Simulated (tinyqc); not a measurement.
# Frequency dispersion of an accumulation capacitance by border traps, distributed model: effect of the semiconductor capacitance in accumulation

Traps spread evenly through the insulator exchange electrons with the semiconductor by tunnelling, with tau(x) = t0 exp(2 ka x) at depth x from the interface. The admittance per area Y seen at depth x obeys dY/dx = -Y^2/(i w eps0 eox) + q Nb ln(1 + i w tau)/tau, with Y(0) = i w Cs and w = 2 pi f; the gate sees Y(tox) = G + i w C. Working variable y = Y/(i w), in uF/cm^2. Cox = eps0 eox/tox.

Cox; trap-free value 1/(1/Cox + 1/Cs); response depth d = ln(1/(w t0))/(2 ka), where w tau = 1; lumped estimate: all traps within d act as C_bt = q Nb d placed at d/2, so C = 1/{1/[1/(1/Cs + d/(2 eps0 eox)) + C_bt] + (tox - d/2)/(eps0 eox)}. C and G from a fine integration; dispersion -d C/d log10 f over C, from f times and over 1.1. For a broad spread of time constants G/w is close to -(pi/2) dC/d ln w.

Inputs (values chosen for the exercise); permittivity close to that of silicon dioxide:
```
symbol,value,unit,meaning
eox,3.93,,relative permittivity of the insulator
tox,4.3,nm,insulator thickness
Nb,6e19,cm^-3 eV^-1,density of border traps
ka,3,1/nm,decay constant of the wave function in the insulator
t0,1e-11,s,time constant of a trap at the interface
f,1e6,Hz,frequency
```

Constants: q = 1.602176634e-19 C, eps0 = 8.8541878128e-14 F/cm where lengths are in cm. Results are converted to the units shown.

The same in every row: d (nm) = 1.613.

Effect of the semiconductor capacitance in accumulation:
```
Cs (uF/cm^2)	C (uF/cm^2)	G/w (uF/cm^2)	dispersion (% a decade)	-(pi/2) dC/d ln w (uF/cm^2)	lumped C (uF/cm^2)	trap-free C (uF/cm^2)
0.2	0.7110	0.06174	12.60	0.06109	0.6336	0.1604
0.39	0.7272	0.05885	11.75	0.05828	0.6544	0.2632
0.75	0.7513	0.05470	10.58	0.05423	0.6845	0.3892
1.4	0.7809	0.04983	9.284	0.04945	0.7207	0.5128
2.8	0.8159	0.04438	7.918	0.04407	0.7623	0.6278
5.4	0.8446	0.04017	6.924	0.03989	0.7954	0.7038
10	0.8643	0.03742	6.300	0.03715	0.8176	0.7486
20	0.8784	0.03552	5.881	0.03524	0.8333	0.7778
```

As Cs goes from 0.2 to 20, C rises from 0.711 to 0.878 uF/cm^2, the dispersion falls from 12.6 to 5.88 % a decade and G/w falls from 0.0617 to 0.0355 uF/cm^2. The lumped estimate is 11 % below C in the first row and 5.1 % below it in the last. The same traps disperse C more when Cs is small, since they then add to the weaker series term.

Program tinyqc, `OMP_NUM_THREADS=1 python tinyqc.py 2202030 2202031 out.jsonl`; Intel Xeon 2.30GHz, shared host, one thread, about 0.5 s.
